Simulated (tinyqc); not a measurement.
Electron continuity equation in a given potential, Scharfetter-Gummel discretisation: one step of the calculation.

Steady state in one dimension: J = q mu n E + q D dn/dx with E = -dpsi/dx and D = mu Vt, dJ/dx = q (n/tau - G), fixed densities nL and nR at the ends. The potential is given, psi = U x/L, and is not changed by the electrons.

Task. Tridiagonal system for the inner nodes. Row i (1 to 8): B(-d_(i-1)) n_(i-1) + b_i n_i + B(d_i) n_(i+1) = f_i with b_i = -B(-d_i) - B(d_(i-1)) - h^2/(D tau) and f_i = -G h^2/D; the known end values are moved to the right: f_1 loses B(-d_0) nL and f_8 loses B(d_8) nR. h = L/9, D = mu Vt.

Values chosen for this exercise; mobility that of a made-up semiconductor: temperature T = 450 K; electron mobility mu = 9890 cm^2/(V s); length of the region L = 2.6 um; density at x = 0 nL = 3.4e12 cm^-3; density at x = L nR = 2.9e11 cm^-3; lifetime tau = 2.6e-11 s; uniform generation rate G = 0 cm^-3 s^-1.

Constants: q = 1.602176634e-19 C, kB = 1.380649e-23 J/K, Vt = kB T/q. Results are converted to the units shown.

| interval | B(d_i) | B(-d_i) |
|---|---|---|
| 0 | 0.92735117 | 1.0763474 |
| 1 | 0.92735117 | 1.0763474 |
| 2 | 0.92735117 | 1.0763474 |
| 3 | 0.92735117 | 1.0763474 |
| 4 | 0.92735117 | 1.0763474 |
| 5 | 0.92735117 | 1.0763474 |
| 6 | 0.92735117 | 1.0763474 |
| 7 | 0.92735117 | 1.0763474 |
| 8 | 0.92735117 | 1.0763474 |

Wanted: diagonal b; right side f.

Result.

| node | diagonal b | right side f (cm^-3) |
|---|---|---|
| 1 | -2.087 | -3.660e12 |
| 2 | -2.087 | 0 |
| 3 | -2.087 | 0 |
| 4 | -2.087 | 0 |
| 5 | -2.087 | 0 |
| 6 | -2.087 | 0 |
| 7 | -2.087 | 0 |
| 8 | -2.087 | -2.689e11 |

Computed by the program tinyqc: `OMP_NUM_THREADS=1 python tinyqc.py 2220053 2220054 out.jsonl`, one thread of a shared Intel Xeon 2.30GHz, about 0.01 s for the whole run.
